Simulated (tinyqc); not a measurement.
# Metal gate on a two-layer dielectric stack with fixed charge and a dipole: threshold against doping

Gate, layer 2, layer 1, p-type semiconductor; x runs from the gate inwards. Charges are counted in units of +q. psi is the band bending at the surface, positive towards inversion. Classical charge, Boltzmann statistics, no interface traps.

EOT = 3.9 (t1/e1 + t2/e2), Cox = eps0/(t1/e1 + t2/e2); phi_ms = pM - (chi + Eg - Vt ln(Nv/Na)). Vfb = phi_ms + Vd - (q/eps0) [Q1 (t1/e1 + t2/e2) + Q2 t2/e2 + r1 (t1^2/(2 e1) + t1 t2/e2) + r2 t2^2/(2 e2)]: each charge counts with its electrical distance from the gate. ni = sqrt(Nc Nv) exp(-Eg/(2 Vt)), Eg in volts, pB = Vt ln(Na/ni), Vth = Vfb + 2 pB + sqrt(4 q eps0 eps_r Na pB)/Cox.

Parameters, values chosen for the exercise; band and dielectric values close to those of silicon, layer 1 close to silicon dioxide, layer 2 close to aluminium oxide: temperature T = 350 K; band gap Eg = 1.14 eV; relative permittivity eps_r = 11.8; conduction-band density of states at T Nc = 3.48e19 cm^-3; valence-band density of states at T Nv = 3.33e19 cm^-3; electron affinity chi = 4.08 eV; work function of the gate metal pM = 4.17 eV; thickness of layer 1, next to the semiconductor t1 = 0.6 nm; relative permittivity of layer 1 e1 = 3.76; thickness of layer 2, next to the gate t2 = 4.1 nm; relative permittivity of layer 2 e2 = 9.08; fixed charge at the semiconductor interface Q1 = 1.2e12 cm^-2; fixed charge between the layers Q2 = 1.7e11 cm^-2; uniform charge density in layer 1 r1 = 0 cm^-3; uniform charge density in layer 2 r2 = 2.8e18 cm^-3; flat-band shift by a dipole layer between the layers Vd = 0 V.

Constants: q = 1.602176634e-19 C, kB = 1.380649e-23 J/K, Vt = kB T/q, eps0 = 8.8541878128e-14 F/cm where lengths are in cm. Results are converted to the units shown.

Threshold against doping:
```
Na (cm^-3)	phi_ms (V)	2 pB (V)	Qd/Cox (V)	Vth (V)
1e15	-0.7359	0.5105	0.009023	-0.4099
3.7e15	-0.7754	0.5894	0.01865	-0.3608
1.4e16	-0.8155	0.6697	0.03867	-0.3006
5e16	-0.8539	0.7465	0.07715	-0.2237
1.8e17	-0.8926	0.8238	0.1538	-0.1085
6.6e17	-0.9317	0.9021	0.3082	0.08508
2.4e18	-0.9707	0.9800	0.6125	0.4283
```

What does the comparison show?

Vth rises from -0.410 to 0.428 V. Of the change, phi_ms + 2 pB gives 235 mV (Vt ln 10 a decade) and the depletion charge 603 mV, growing as Na^(0.54).

Computed by the program tinyqc: `OMP_NUM_THREADS=1 python tinyqc.py 2010037 2010038 out.jsonl`, one thread of a shared Intel Xeon 2.30GHz, about 0.01 s for the whole run.
